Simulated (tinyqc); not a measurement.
Rates against energy: scattering rates of a carrier in a spherical band by Fermi's golden rule. Computed by tinyqc, a small Python program. Command: `OMP_NUM_THREADS=1 python tinyqc.py 3010184 3010185 out.jsonl scatter walk`. One thread of a shared host (Intel(R) Xeon(R) Processor @ 2.30GHz), about 0.01 s of CPU time with the checks.

All processes here are isotropic or elastic, and the rate listed is the momentum relaxation rate.

Inputs (values chosen for the exercise, for a model non-polar semiconductor):

| quantity | value | unit |
|---|---|---|
| density-of-states mass of one valley m | 0.14 | m_0 |
| static permittivity eps_s | 11.1 | - |
| density rho | 6040 | kg/m^3 |
| sound velocity v_l | 10200 | m/s |
| acoustic deformation potential D_A | 4.9 | eV |
| phonon energy hbar w | 20.5 | meV |
| optical or intervalley deformation potential D_o | 7.8 | 1e8 eV/cm |
| final valleys Z_f | 1 | - |
| ionised impurity density N_I | 1.8e+17 | 1/cm^3 |
| temperature T | 400 | K |
| neutral impurity density N_n | 2.1e+16 | 1/cm^3 |

Crystal: non-polar. Band: parabolic. Impurity formula: Conwell-Weisskopf. Further scattering: neutral impurities.

Constants: k_B = 1.380649e-23 J/K; e = 1.602176634e-19 C; hbar = 1.054571817e-34 J s; m_0 = 9.1093837015e-31 kg; hbar = 6.582119569e-16 eV s; k_B = 8.617333262e-05 eV/K; eps_0 = 8.8541878128e-12 F/m.

Method:
- Parabolic band: E = hbar^2 k^2/(2 m), speed v = hbar k/m, states per spin, volume and energy g(E) = m k/(2 pi^2 hbar^2). Masses are multiplied by m_0 and all formulas are in SI units.
- Phonon occupation N_q = 1/(exp(hbar w/(k_B T)) - 1).
- Acoustic deformation potential (elastic, equipartition, absorption and emission together): 1/tau = 2 pi k_B T D_A^2 g(E)/(hbar rho v_l^2).
- Optical or intervalley deformation potential: 1/tau = (pi Z_f D_o^2/(rho w)) [N_q g(E + hbar w) + (N_q + 1) g(E - hbar w)], with g = 0 below the band edge.
- Singly charged impurities, momentum relaxation: 1/tau = N_I e^4 m (1 + 2 alpha E) Phi/(8 pi (eps_s eps_0)^2 hbar^3 k^3), with alpha = 0 for a parabolic band.
- Conwell-Weisskopf: Phi = ln(1 + y^2), y = 4 pi eps_s eps_0 E N_I^(-1/3)/e^2 (largest impact parameter N_I^(-1/3)/2).
- Neutral impurities (Erginsoy): 1/tau = 20 N_n a_B hbar/m, a_B = 4 pi eps_s eps_0 hbar^2/(m e^2).

Momentum relaxation rates (1e12/s) and the total time:

| E (meV) | acoustic | optical absorption | optical emission | ionised impurity | neutral impurity | tau_m (fs) |
|---|---|---|---|---|---|---|
| 2.1 | 0.01647 | 0.5374 | 0.0000 | 6.1913 | 1.4572 | 121.92 |
| 5.1 | 0.02567 | 0.5719 | 0.0000 | 8.1859 | 1.4572 | 97.65 |
| 10.0 | 0.03594 | 0.6243 | 0.0000 | 7.9361 | 1.4572 | 99.47 |
| 18.0 | 0.04822 | 0.7014 | 0.0000 | 6.0949 | 1.4572 | 120.46 |
| 23.0 | 0.05450 | 0.7455 | 0.3240 | 5.1573 | 1.4572 | 129.22 |
| 31.0 | 0.06328 | 0.8112 | 0.6639 | 4.0625 | 1.4572 | 141.68 |
| 45.0 | 0.07624 | 0.9148 | 1.0141 | 2.8895 | 1.4572 | 157.44 |
| 72.0 | 0.09643 | 1.0872 | 1.4703 | 1.7885 | 1.4572 | 169.50 |
| 120.0 | 0.12449 | 1.3399 | 2.0437 | 1.0154 | 1.4572 | 167.21 |
| 200.0 | 0.16072 | 1.6785 | 2.7450 | 0.5579 | 1.4572 | 151.53 |

What does the comparison show, and why?

The largest rate is ionised impurity from 2.10 to 72.0, optical emission from 120 to 200 meV. Crossing hbar w = 20.5 meV opens emission: tau_m goes from 120 to 129 fs between the two rows around it. The impurity rate goes between the last rows as E^-1.17, against the E^(-3/2) of unscreened Rutherford scattering; the acoustic rate follows g(E) and grows by a factor 9.76 over the table. At 2.1, 5.1, 10 meV hbar/tau exceeds E/2, so the golden rule loses its meaning there. Erginsoy's formula holds for k a_B below about 0.5 and for dopants that stay neutral, which means low temperature; elsewhere it is only a rough constant rate.

Extremes, crossings and ranges named in words are read from the listed rows.
